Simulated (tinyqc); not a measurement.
Doping: the thermoelectric optimum: Boltzmann transport in a parabolic band with a power-law relaxation time.

F_j(eta) = (1/Gamma(j + 1)) integral_0^infinity x^j dx/(1 + exp(x - eta)), which tends to exp(eta) for eta << 0.

n = N F_1/2(eta) with N = 2 (m kB T/(4 pi c))^(3/2) with c = hbar^2/2m0, in 1/angstrom^3; times 1e24 for 1/cm^3, m = md.

tau = tau0 x^r with x = E/kT. With K_j = Gamma(j + 1) F_j(eta): <tau> = tau0 (r + 3/2) K_(r+1/2)/((3/2) K_(1/2)); mu = <tau>/(mc m0/e), m0/e = 5.685630e-12 kg/C; Hall factor rH = (3/2) K_(1/2) (2r + 3/2) K_(2r+1/2)/((r + 3/2) K_(r+1/2))^2; Seebeck S = -(kB/e) [(r + 5/2) K_(r+3/2)/((r + 3/2) K_(r+1/2)) - eta]; Lorenz number L = (kB/e)^2 [(r + 7/2) K_(r+5/2)/((r + 3/2) K_(r+1/2)) - ((r + 5/2) K_(r+3/2)/((r + 3/2) K_(r+1/2)))^2]; kB/e in V/K. Valley anisotropy is left out of rH.

Constants: hbar^2/2m0 = 3.80998211 eV angstrom^2; kB = 8.617333262e-05 eV/K.

Parameters, chosen for this exercise (masses near those of InP; tau0 is set for a mobility of the usual size at this n, kL is a free input; freeze-out and phonon drag, which matter near 77 K, are left out; not measured data): md = 0.079 m0 (density-of-states mass); mc = 0.0792 m0 (conductivity mass); tau0 = 36 fs (tau at E = kT); r = 0 (exponent of tau); T = 400 K; kL = 110 W/(m K) (lattice thermal conductivity).

tau0 is held fixed. sigma = e n mu with e = 1.602176634e-19 C; ZT = S^2 sigma T/(kL + L sigma T).

Results:
```
n (1/cm^3)    eta  mu (cm^2/(V s))  sigma (S/cm)     rH  S (microvolt/K)  L (1e-8)  S^2 sigma (mW/(m K^2))       ZT
9.0e+15     -4.55              799          1.15  1.000             -608     1.857                  0.0426  0.00016
3.0e+16     -3.34              799          3.84  1.000             -505     1.859                  0.0979  0.00036
9.0e+16     -2.22              799          11.5  1.000             -411     1.865                   0.194  0.00071
3.0e+17     -0.93              799          38.4  1.000             -309     1.884                   0.366   0.0013
5.0e+17     -0.34              799          64.0  1.000             -266     1.902                   0.454   0.0017
1.0e+18      0.56              799           128  1.000             -211     1.943                   0.569   0.0021
2.0e+18      1.65              799           256  1.000             -159     2.012                   0.646   0.0023
4.0e+18      3.09              799           512  1.000             -113     2.116                   0.655   0.0024
9.0e+18      5.64              799      1.15e+03  1.000              -71     2.259                   0.579   0.0021
2.0e+19      9.78              799      2.56e+03  1.000              -43     2.364                   0.466   0.0017
```

|S| falls by 198 microvolt/K from the first to the third row (198 a decade in the non-degenerate range; holes, which count near the intrinsic density, and non-parabolicity are left out). The power factor peaks at 4e+18 1/cm^3 of those listed (eta = 3.09, S = -113); ZT is largest at 4e+18 1/cm^3 (eta = 3.09). With a constant tau, mu does not depend on n and rH is 1. A real tau0 would fall with doping.

Program tinyqc; command `OMP_NUM_THREADS=1 python tinyqc.py 1651061 1651062 out.jsonl`; about 0.01 s on one thread of a shared Intel(R) Xeon(R) Processor @ 2.30GHz.
